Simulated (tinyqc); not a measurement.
# Ferroelectric hysteresis, discrete Preisach model, step by step

Numbers from tinyqc (`OMP_NUM_THREADS=1 python tinyqc.py 2860013 2860014 out.jsonl`; about 0.01 s on one thread of a shared Intel Xeon 2.30GHz). Printed values are rounded.

16 bistable elements (j, k) switch to +1 when V reaches u_j and to -1 when V falls to -u_k, and keep their state between. P = Ps sum w_jk s_jk. All elements start at -1. No time dependence and no dielectric part.

Parameters, values chosen for the exercise:
- Ps = 20 uC/cm^2 (saturation polarisation)
- Vc = 1.2 V (mean coercive voltage)
- sg = 0.42 V (spread of the switching voltages)
- up = [0.3, 0.9, 1.5, 2.1] V (list of the u_j)
- cr = 0 (correlation of up and down voltages)

## Weights

w_jk is proportional to exp[-(a_j^2 + a_k^2 - 2 cr a_j a_k)/(2 (1 - cr^2))], a_j = (u_j - Vc)/sg, and the weights sum to one.

w:
```
,d=-0.3,d=-0.9,d=-1.5,d=-2.1
u=0.3,0.003305,0.025441,0.025441,0.003305
u=0.9,0.025441,0.195813,0.195813,0.025441
u=1.5,0.025441,0.195813,0.195813,0.025441
u=2.1,0.003305,0.025441,0.025441,0.003305
```

## Step 1: the voltage goes to 2.4 V

states at the start:
```
,d=-0.3,d=-0.9,d=-1.5,d=-2.1
u=0.3,-1,-1,-1,-1
u=0.9,-1,-1,-1,-1
u=1.5,-1,-1,-1,-1
u=2.1,-1,-1,-1,-1
```

V = 2.4 V

Rows with u_j <= V turn to +1; columns with V <= -u_k turn to -1; P = Ps sum w s.

states after step 1:
```
,d=-0.3,d=-0.9,d=-1.5,d=-2.1
u=0.3,1,1,1,1
u=0.9,1,1,1,1
u=1.5,1,1,1,1
u=2.1,1,1,1,1
```

P after step 1 = 20 uC/cm^2

## Step 2: the voltage goes to -1.8 V

V = -1.8 V

As before.

states after step 2:
```
,d=-0.3,d=-0.9,d=-1.5,d=-2.1
u=0.3,-1,-1,-1,1
u=0.9,-1,-1,-1,1
u=1.5,-1,-1,-1,1
u=2.1,-1,-1,-1,1
```

P after step 2 = -17.7003 uC/cm^2

## Step 3: the voltage goes to 0.6 V

V = 0.6 V

As before.

states after step 3:
```
,d=-0.3,d=-0.9,d=-1.5,d=-2.1
u=0.3,1,1,1,1
u=0.9,-1,-1,-1,1
u=1.5,-1,-1,-1,1
u=2.1,-1,-1,-1,1
```

P after step 3 = -15.5329 uC/cm^2

## Step 4: the voltage goes to -1.2 V

V = -1.2 V

As before.

states after step 4:
```
,d=-0.3,d=-0.9,d=-1.5,d=-2.1
u=0.3,-1,-1,1,1
u=0.9,-1,-1,-1,1
u=1.5,-1,-1,-1,1
u=2.1,-1,-1,-1,1
```

P after step 4 = -16.6827 uC/cm^2
